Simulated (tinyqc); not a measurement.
Pressure series at fixed power: global model of a low-pressure process discharge: electron temperature, density, ion flux and ion energy. Computed by tinyqc, a small Python program. Command: `OMP_NUM_THREADS=1 python tinyqc.py 3111010 3111011 out.jsonl plasma walk`. One thread of a shared host (Intel(R) Xeon(R) Processor @ 2.30GHz), about 0.01 s of CPU time with the checks.

Maxwellian electrons with temperature T_e in eV, one positive ion, no negative ions, uniform bulk density n; rate constants have the Arrhenius form.

Inputs (values chosen for the exercise, of the order of those of an inductive discharge in a simple atomic gas): ion mass M = 28 u; ionisation prefactor K0 = 4.2e-14 m^3/s; ionisation energy E_iz = 12.7 eV; excitation prefactor X0 = 8e-15 m^3/s; excitation energy E_ex = 11 eV; elastic rate constant K_el = 1.2e-13 m^3/s; ion-neutral cross section = 1.2e-18 m^2; gas temperature T_g = 600 K; radius R = 23 cm; height L = 13 cm; absorbed power P = 1900 W.

Constants: k_B = 1.380649e-23 J/K; e = 1.602176634e-19 C; u = 1.6605390666e-27 kg; m_0 = 9.1093837015e-31 kg.

Method:
- n_g = p/(k_B T_g), lambda_i = 1/(n_g sigma), K_iz = K0 exp(-E_iz/T_e), h_L = 0.86/sqrt(3 + L/(2 lambda_i)), h_R = 0.8/sqrt(4 + R/lambda_i), A_eff = 2 pi R^2 h_L + 2 pi R L h_R and d_eff = pi R^2 L/A_eff follow p.
- Particle balance: K0 exp(-E_iz/T_e) n_g d_eff = u_B, u_B = sqrt(e T_e/M).
- E_c = E_iz + (X0 exp(-E_ex/T_e) E_ex + K_el (3 m_0/M) T_e)/K_iz; E_T = E_c + (5/2) T_e + (T_e/2) ln(M/(2 pi m_0)); n = P/(e u_B A_eff E_T); J = e h_L n u_B. Pressures without a root below 2 E_iz are left out.

Against pressure:
```
p (Pa)  T_e (eV)  E_c (eV)  E_T (eV)  n (1/cm^3)  J (mA/cm^2)
0.1       4.8985    15.676    49.971  2.8956e+11        8.256
0.2       3.5522    16.103    40.972  4.7171e+11       10.290
0.5       2.5899    16.798    34.931  8.3545e+11       12.387
1.0       2.1362    17.480    32.437  1.2745e+12       13.522
2.0       1.8114    18.393    31.075  1.9321e+12       14.234
5.0       1.5045    20.357    30.890  3.2487e+12       14.402
10.0      1.3328    23.278    32.610  4.5634e+12       13.671
20.0      1.1964    29.566    37.942  5.8153e+12       11.762
```

T_e falls from 4.90 to 1.20 eV, n changes by a factor 20.1 and J by 1.42; in J = P h_L/(A_eff E_T), E_T changes by a factor 0.76 and is least at 5 Pa, between wall losses at high T_e and excitation losses at low T_e.

Extremes, crossings and ranges named in words are read from the listed rows.
